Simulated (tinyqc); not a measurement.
Fully depleted semiconductor-on-insulator film with two gates, non-linear Poisson equation by Newton steps: threshold and coupling against the back-gate voltage.

One dimension across the film, front interface at x = 0, back interface at x = ts. psi is counted from the intrinsic level, n = ni exp(psi/Vt) (source grounded), holes neglected, acceptors ionised. Gates act through Cox = eps0 eox/tox and Cbox = 3.9 eps0/tb with potentials G1 = Vg - (phiM - chi - Vt ln(Nc/ni)) and G2 = Vb - (phiB - chi - Vt ln(Nc/ni)). Classical Boltzmann densities, no interface charge, no depletion in the back plane.

ni = sqrt(Nc Nv) exp(-Eg/(2 Vt)), Eg in volts. The Poisson equation eps0 eps_r d2psi/dx2 = q (n + Na), with -eps0 eps_r dpsi/dx = Cox (G1 - psi) at x = 0 and eps0 eps_r dpsi/dx = Cbox (G2 - psi) at x = ts, is solved on 300 equal intervals with half boxes at both ends; N_inv is the trapezoid sum of n. VT is the Vg for N_inv = 1e11 cm^-2; -dVT/dVb from the linearised equation. Limits with Cs = eps0 eps_r/ts: front channel Cs Cbox/(Cox (Cs + Cbox)), back channel Cbox (Cox + Cs)/(Cox Cs). Swing at N_inv = 1e8 cm^-2.

Parameters, values chosen for the exercise; band and dielectric values close to those of silicon: temperature T = 350 K; band gap Eg = 1.12 eV; relative permittivity eps_r = 11.6; conduction-band density of states at T Nc = 3.52e19 cm^-3; valence-band density of states at T Nv = 3.38e19 cm^-3; electron affinity chi = 4.05 eV; relative permittivity of the gate insulator (close to silicon dioxide) eox = 3.9; insulator thickness tox = 1.2 nm; film thickness ts = 6.9 nm; buried-oxide thickness (eps_r 3.9) tb = 12 nm; acceptor density of the film Na = 1e15 cm^-3; work function of the front gate phiM = 4.37 eV; work function of the back plane phiB = 4.55 eV.

Constants: q = 1.602176634e-19 C, kB = 1.380649e-23 J/K, Vt = kB T/q, eps0 = 8.8541878128e-14 F/cm where lengths are in cm. Results are converted to the units shown.

The same in every row: front-channel limit = 0.0838; back-channel limit = 0.293.

Result of one run:
```
VT (V)	centroid/ts at VT	-dVT/dVb	swing (mV/decade)
0.216	0.340	0.146	81.1
```

Which back-gate voltage Vb gave this result: -2.25, -1.5, 0 or 1.5 V?

Vb = 0 V.

The whole series:
```
Vb (V)	VT (V)	centroid/ts at VT	-dVT/dVb	swing (mV/decade)
-3	0.535	0.0541	0.0934	76.0
-2.25	0.464	0.0694	0.0961	76.2
-1.5	0.390	0.0969	0.101	76.6
-0.75	0.311	0.159	0.112	77.7
0	0.216	0.340	0.146	81.1
0.75	0.0822	0.674	0.214	85.8
1.5	-0.0972	0.855	0.257	87.8
2.25	-0.296	0.913	0.272	88.5
3	-0.503	0.939	0.278	88.9
```

As Vb goes from -3 to 3, VT falls from 0.535 to -0.503 V, the centroid rises from 0.0541 to 0.939 of ts and -dVT/dVb rises from 0.0934 to 0.278. The coupling covers 4.56 % of the way from the front-channel to the back-channel limit in the first row and 92.7 % in the last. A positive back bias draws the electrons to the back interface, where the back gate has more leverage and the front gate less, so the swing worsens.

Range of the model: In so thin a film or at such density quantum confinement moves the charge away from the interfaces and raises the threshold.

Computed by the program tinyqc: `OMP_NUM_THREADS=1 python tinyqc.py 2190128 2190129 out.jsonl`, one thread of a shared Intel Xeon 2.30GHz, about 0.4 s for the whole run.
